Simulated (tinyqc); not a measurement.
# Planar ballistic transistor, top-of-the-barrier model: effect of the temperature

At the top of the source barrier, states moving towards the drain are filled by the source (Fermi level 0) and states moving back by the drain (Fermi level -q Vd); nothing scatters. U is the shift of the band edge there, set by the capacitances CG, CD and CS (the total) and by the charge. Parabolic two-dimensional band; the source is grounded.

N0 = gv m kB T/(pi hbar^2), CG = eps0 eox/tox, vT = sqrt(2 kB T/(pi m)), CS = CG/aG, n0 = n at U = 0 and Vd = 0. eta1 = -(E0 + U)/Vt, eta2 = eta1 - Vd/Vt, n = (N0/2)[F_0(eta1) + F_0(eta2)], F_0(x) = ln(1 + exp x). U = UL + q (n - n0)/CS with UL = -(aG Vg + aD Vd), energies in eV. I = q (N0/2) vT [F_(1/2)(eta1) - F_(1/2)(eta2)] per width, F_(1/2)(x) = (2/sqrt(pi)) int_0^infinity u^(1/2)/(1 + exp(u - x)) du. CQ = (q/Vt) dn/d(eta1). E0 is held fixed.

Values chosen for this exercise; mass and valleys close to those of silicon (two valleys):
- m = 0.192 m0 (effective mass)
- gv = 2 (valley degeneracy)
- eox = 22 (relative permittivity of the gate insulator)
- tox = 1.3 nm (insulator thickness)
- aG = 0.95 (gate control CG/CS)
- aD = 0.022 (drain control CD/CS)
- E0 = 0.37 eV (band edge at the barrier top above the source Fermi level at zero bias)
- Vg = 0.8 V (gate voltage)
- Vd = 0.8 V (drain voltage)

Constants: q = 1.602176634e-19 C, kB = 1.380649e-23 J/K, hbar = 1.054571817e-34 J s, m0 = 9.1093837015e-31 kg, Vt = kB T/q, eps0 = 8.8541878128e-14 F/cm where lengths are in cm. Results are converted to the units shown.

Result of one run:
```
T (K)   eta1  n (cm^-2)  I (uA/um)  mean velocity I/(q n) (cm/s)   CQ/CS
77     33.85   1.801e13       7866                       2.725e7  0.8147
```

What becomes of these results when the temperature T is changed from 77 to 120 K, all else the same?

Result of the changed run:
```
T (K)   eta1  n (cm^-2)  I (uA/um)  mean velocity I/(q n) (cm/s)   CQ/CS
120    21.72   1.801e13       7879                       2.730e7  0.8147
```

The whole series:
```
T (K)   eta1  n (cm^-2)  I (uA/um)  mean velocity I/(q n) (cm/s)   CQ/CS
50     52.13   1.801e13       7862                       2.724e7  0.8147
77     33.85   1.801e13       7866                       2.725e7  0.8147
120    21.72   1.801e13       7879                       2.730e7  0.8147
180    14.48   1.801e13       7904                       2.739e7  0.8147
240    10.86   1.801e13       7941                       2.751e7  0.8147
300    8.688   1.801e13       7988                       2.768e7  0.8146
360    7.240   1.802e13       8046                       2.788e7  0.8141
420    6.205   1.802e13       8115                       2.811e7  0.8131
```

As T goes from 50 to 420 K, n stays near 1.80e13 cm^-2, the mean velocity rises from 2.72e7 to 2.81e7 cm/s and the current rises from 7860 to 8120 uA/um. CQ/CS stays near 0.81.

Computed by the program tinyqc: `OMP_NUM_THREADS=1 python tinyqc.py 2400130 2400131 out.jsonl`, one thread of a shared Intel Xeon 2.30GHz, about 0.01 s for the whole run.
